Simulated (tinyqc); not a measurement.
Competing polymorphs of an oxide film: bulk, surface, grain-boundary, dopant and field terms. Changing the temperature T. Computed by tinyqc, a small Python program. Command: `OMP_NUM_THREADS=1 python tinyqc.py 3021455 3021456 out.jsonl polymorph sweep`. One thread of a shared host (Intel(R) Xeon(R) Processor @ 2.30GHz), about 0.02 s of CPU time with the checks.

Phases: monoclinic m (reference), polar orthorhombic o, tetragonal t. Free energies per formula unit (f.u.); 1 J/m^2 x angstrom^3/nm = 6.241509 meV.

Inputs (values chosen for the exercise, for a model oxide):
```
quantity                                   value          unit
energy of the polar phase o over m            55      meV/f.u.
energy of the tetragonal phase t over m      124      meV/f.u.
entropy of o over m                        0.011  meV/(f.u. K)
entropy of t over m                         0.07  meV/(f.u. K)
surface energy of m                         2.68         J/m^2
surface energy of o                         2.23         J/m^2
surface energy of t                         1.91         J/m^2
grain-boundary energy over surface energy   0.52             -
volume per formula unit Omega               34.6    angstrom^3
film thickness h                              10            nm
grain radius R                                14            nm
dopant content x                             5.9             %
shift of o per % of dopant                  -7.4      meV/f.u.
shift of t per % of dopant                   -18      meV/f.u.
interlayer thickness (SiO2)                 0.87            nm
```

Geometry: columnar grains in a film.

permittivities of m, o, t: 20  24  39

Method:
- Bulk term b = H - T S + (shift) x, zero for m. The undoped bulk turns from m to t at T = H_t/S_t.
- Area per volume: A = 2/h + f_b/R (two free faces; the side wall 2/R is shared by two grains and carries f_b gamma); G = b + gamma Omega A.
- With G = b + gamma Omega A (b the bulk free energy per formula unit, A the area per volume), two phases i, j cross at A_ij = (b_j - b_i)/(Omega (gamma_i - gamma_j)); o has a window only if A_mo < A_ot.
- Grain radii are log-normal by volume with median R and width sigma; the share with A above A* is that with radius below R*, R* = f_b/(A* - 2/h) (all grains if A* <= 2/h), share = (1/2) erfc[-ln(R*/R)/(sqrt 2 sigma)]. Effective permittivity of a layer of thickness h built of such grains, taken in parallel: sum of share x eps; EOT = interlayer + 3.9 h/eps.

One run for each value:
```
temperature T (K)  G(o) - G(m) (meV/f.u.)  G(t) - G(o) (meV/f.u.)  share of o  A_ot (1/nm)
200                               -13.906                 -21.728           0      -0.0773
350                               -15.556                 -30.578           0      -0.2053
500                               -17.206                 -39.428           0      -0.3334
650                               -18.856                 -48.278           0      -0.4615
800                               -20.506                 -57.128           0      -0.5895
950                               -22.156                 -65.978           0      -0.7176
1100                              -23.806                 -74.828           0      -0.8457
1250                              -25.456                 -83.678           0      -0.9737
1400                              -27.106                 -92.528           0      -1.1018
```

Over the rows, G(o) - G(m) (meV/f.u.) falls from -13.9 to -27.1; G(t) - G(o) (meV/f.u.) falls from -21.7 to -92.5; share of o does not change. G(t) - G(o) falls by 0.059 meV per kelvin, the entropy excess of t over o.

Caution (all rows): this is an equilibrium ranking; real films often keep the phase that nucleates first on cooling from t.

Extremes, crossings and ranges named in words are read from the listed rows.
